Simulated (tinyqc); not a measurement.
Worked calculation: thermal stress and diffusional relaxation in a metal film: Coble and Nabarro-Herring creep, cooling and holds. Computed by tinyqc, a small Python program that keeps every step. Command: `OMP_NUM_THREADS=1 python tinyqc.py 3014446 3014447 out.jsonl creep walk`. One thread of a shared host (Intel(R) Xeon(R) Processor @ 2.30GHz), about 0.07 s of CPU time with the checks. Intermediate numbers are printed to about 5 digits and carried at full precision; extremes and crossings named in words are read from the listed rows.

A thin film on a rigid substrate is stress-free at T0. Tension is positive and the film creeps linearly: d sigma/dt = -M (mismatch) dT/dt - sigma/tau.

Inputs (values chosen for the exercise, modelled on silver films on silicon):
```
quantity,value,unit
biaxial modulus M,122,GPa
expansion mismatch,16.3,1e-6/K
atomic volume Omega,17,angstrom^3
lattice prefactor D0,4.2e-05,m^2/s
lattice energy E,1.95,eV
boundary prefactor (delta D_b)0,3.6e-15,m^3/s
boundary energy E_b,0.923,eV
grain size d,0.33,um
stress-free temperature T0,250,C
hold temperature T,180,C
hold time t,0.01,h
cooling rate,10,C/min
```

Constants: k_B = 1.380649e-23 J/K; k_B = 8.617333262e-05 eV/K.

## Elastic stress after a quench

Thermoelastic slope = M x mismatch; sigma_0 = slope x (T0 - T).

thermoelastic slope = 1.9886 MPa/K

stress after a quench sigma_0 = 139.202 MPa

## Creep at the hold temperature

Creep rate per stress: Nabarro-Herring 14 D Omega/(k_B T d^2), Coble (14 pi) delta D_b Omega/(k_B T d^3), with D = D0 exp(-E/(k_B T)), delta D_b = (delta D_b)0 exp(-E_b/(k_B T)); 1/tau = M x (sum of both)/2 (biaxial strain rate is half the uniaxial one). Temperatures in kelvin are T(C) + 273.15. sigma(t) = sigma_0 exp(-t/tau), relaxed part sigma_0 - sigma(t); the grain size where both mechanisms are equal is pi delta D_b/D.

Nabarro-Herring rate = 3.0147e-21 1/(Pa s)

Coble rate = 6.4994e-13 1/(Pa s)

relaxation time tau = 0.0070064 h

stress after the hold = 33.403 MPa

stress relaxed during the hold = 105.80 MPa

crossover grain size = 7.1145e+07 um

Coble creep is 2.2e8 times as fast as Nabarro-Herring creep at this grain size. The crossover size is formal, far above any film grain. Caution: bulk creep laws overstate relaxation in a bonded film, where the substrate constrains boundary diffusion, and dislocation glide is left out.

## Stress after cooling to room temperature

Cooling from T0 at the constant rate: d sigma/dT = -slope + sigma/(tau(T) x rate), integrated to 25 C (stiff solver, tolerance 1e-9). Effective stress-free temperature T_eff = 25 C + sigma/slope.

stress at 25 C = 240.49 MPa

effective stress-free temperature = 145.94 C

Creep during cooling removes 46.3 % of the elastic value. Caution: bulk creep laws overstate relaxation in a bonded film, and dislocation glide would cap stresses above the yield stress.

## Where a fixed hold relaxes most

For each hold temperature: sigma_0 = slope (T0 - T), relaxed stress sigma_0 (1 - exp(-t/tau)), initial rate sigma_0/tau. In confined lines the relaxed part appears as void volume.

Holds:
```
T (C),sigma_0 (MPa),tau (h),relaxed (MPa),initial rate (MPa/h)
25,447.435,1.0008e+03,4.4710e-03,4.4710e-01
50,397.720,6.7341e+01,5.9056e-02,5.9061e+00
75,348.005,6.7138e+00,5.1796e-01,5.1834e+01
100,298.290,9.1605e-01,3.2385e+00,3.2563e+02
125,248.575,1.6119e-01,1.4953e+01,1.5421e+03
150,198.860,3.4956e-02,4.9475e+01,5.6889e+03
175,149.145,9.0200e-03,9.9927e+01,1.6535e+04
200,99.430,2.6936e-03,9.7002e+01,3.6913e+04
225,49.715,9.1055e-04,4.9714e+01,5.4599e+04
```

The relaxed stress peaks at 175 C among these rows: colder holds have more stress but slower diffusion, hotter ones faster diffusion but less stress. The initial rate peaks about k_B T^2/E_b = 26 K below T0 when boundaries dominate; its largest row is 225 C. Caution: dislocation glide would cap stresses above the yield stress; capping layers can block the surface and boundary paths, and threshold stresses are ignored.

Checks made by the program: cooling integral by quadrature (relative difference below 1e-10).
